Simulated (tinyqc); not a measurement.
MOS capacitor with interface traps: C-V stretch-out, conductance peak and subthreshold swing: one step, computed by the program tinyqc. Command: `OMP_NUM_THREADS=1 python tinyqc.py 3018794 3018795 out.jsonl mostraps walk`. One thread of a shared host (Intel(R) Xeon(R) Processor @ 2.30GHz), about 0.01 s of CPU time with the checks.

Energies at the interface are counted from the valence band. psi > 0 means bending towards depletion, so the surface potential is -psi. Boltzmann statistics, full ionisation, no quantum confinement. Traps are neutral when filled up to E_n, with a sharp (zero-temperature) occupation.

Problem. Charges at the given band bending. With u = psi/k_B T and r = (n_i/N)^2: F = sqrt(exp(-u) + u - 1 + r (exp(u) - u - 1)); Q_s = +sign(u) sqrt(2) eps_s eps_0 (k_B T/e) F/L_D; C_s = (eps_s eps_0/(sqrt(2) L_D)) |1 - exp(-u) + r (exp(u) - 1)|/F; at high frequency, below strong inversion, the terms in r are dropped. D(E) = D_0 + D_1 exp(-(E - E_p)^2/2 w^2). E_F at the interface is E_s = E_F - psi; Q_it = -e int from E_n to E_s of D(E) dE; C_it = e D(E_s) (per volt); V_G = phi_ms - psi - (Q_s + Q_it + e N_f)/C_ox.

Inputs (values chosen for the exercise, for a model semiconductor):
```
quantity,value,unit
gap E_g,4.55,eV
dielectric constant eps_s,9.01,-
doping N,2.2e+15,cm^-3
work-function difference phi_ms,-0.33,V
fixed charge N_f,3.1e+11,cm^-2
trap density D_0,4.9e+11,cm^-2 eV^-1
neutrality level E_n,1.82,eV
band bending towards depletion psi,0.39,V
temperature T,200,K
peak density D_1,1.2e+12,cm^-2 eV^-1
peak width w,0.1,eV
peak position E_p,2.58,eV
```

Substrate: n-type. Trap spectrum: flat plus a Gaussian peak.

k_B T = 0.01723467 eV

n_i = 5.824816e-39 cm^-3

Debye length L_D = 62.45564 nm

bulk E_F = 4.427064 eV

C_ox = 0.2393910 microF/cm^2

Constants: eps_0 = 8.8541878128e-12 F/m; e = 1.602176634e-19 C.

Give: E_s; Q_s; C_s; C_s at high frequency; D(E_s); Q_it; C_it; gate voltage V_G.

Solution.

E_s = 4.037 eV

Q_s = 0.01448 microC/cm^2

C_s = 0.01942 microF/cm^2

C_s at high frequency = 0.01942 microF/cm^2

D(E_s) = 4.90e+11 cm^-2 eV^-1

Q_it = -0.2222 microC/cm^2

C_it = 0.07851 microF/cm^2

gate voltage V_G = -0.05957 V

The traps hold negative charge because E_s lies above E_n. Caution: traps deeper than about 24 k_B T and minority carriers reach equilibrium slowly or not at all, so the charges here are limits for very slow sweeps.
